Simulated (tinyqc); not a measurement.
Exact and approximate size effects: heat flow across a film from the phonon Boltzmann equation in the relaxation-time approximation. Computed by tinyqc, a small Python program. Command: `OMP_NUM_THREADS=1 python tinyqc.py 3003143 3003144 out.jsonl slabbte walk`. One thread of a shared host (Intel(R) Xeon(R) Processor @ 2.30GHz), about 0.01 s of CPU time with the checks.

Two black walls, hot at x = 0 and cold at x = L, emit phonons isotropically. For one free path Lambda, with tau = x/Lambda, tau_L = L/Lambda and phi = (T - T_cold)/Delta T, energy balance gives phi(tau) = (1/2) [E2(tau) + int_0^tau_L phi(s) E1(|tau - s|) ds]; E_n are the exponential integrals. The flux over the ballistic flux C v Delta T/4 is psi = 1 - 2 int_0^tau_L phi(s) E2(s) ds, and kappa_eff/kappa = (3/4) tau_L psi. kappa = C v Lambda/3 is an input, so at fixed kappa a longer free path means a smaller C v.

Inputs (values chosen for the exercise, modelled on sapphire):

| quantity | value | unit |
|---|---|---|
| free path Lambda_1 | 25 | nm |
| free path Lambda_2 | 150 | nm |
| share f_2 of kappa | 0.23 | - |
| free path Lambda_3 | 2400 | nm |
| share f_3 of kappa | 0.27 | - |

Free-path groups: three.

Method:
- Cut the film into n equal cells with constant phi, collocated at the centres c_i: the kernel integrates to A_ij = |E2(|c_i - e_j|) - E2(|c_i - e_(j+1)|)|/2 for cell edges e_j, and A_ii = 1 - E2(half a cell); solve (1 - A) phi = E2(c)/2; psi = 1 - 2 sum_j phi_j [E3(e_j) - E3(e_(j+1))].
- Each group is solved on its own with 150 and 300 cells, psi = (4 psi(300) - psi(150))/3, and weighted by its share of kappa (f_1 is what the others leave); exchange of energy between groups inside the film is left out.
- Two-flux: kappa_eff/kappa = sum f_i/(1 + 4 Lambda_i/(3 L)). Matthiessen with the thickness: sum f_i/(1 + Lambda_i/L). Ballistic limit: sum f_i 3 L/(4 Lambda_i).

Kappa_eff/kappa:

| L (nm) | Boltzmann | two-flux | Matthiessen | ballistic limit |
|---|---|---|---|---|
| 0.75 | 0.011856 | 0.011925 | 0.015792 | 0.012176 |
| 2.5 | 0.037379 | 0.037934 | 0.049506 | 0.040586 |
| 6.2 | 0.083768 | 0.085853 | 0.10918 | 0.10065 |
| 15 | 0.16720 | 0.17248 | 0.21009 | 0.24352 |
| 38 | 0.29780 | 0.30625 | 0.35229 | 0.61691 |
| 100 | 0.45124 | 0.45985 | 0.5028 | 1.6234 |
| 250 | 0.58138 | 0.58852 | 0.62377 | 4.0586 |
| 620 | 0.68686 | 0.69221 | 0.72125 | 10.065 |

The two-flux formula lies above the Boltzmann result by at most about 3.2 % (at L = 15 nm); the Matthiessen form is high by up to 33 %, since it misses the factor 3/4 of the ballistic limit. The thinnest film reaches 97 % of that limit, and the thickest, 25 Lambda_1, only 69 % of the bulk value: the long free paths keep the size effect alive far beyond Lambda_1. Rows below about 10 nm are near the phonon wavelength, where a particle picture fails.
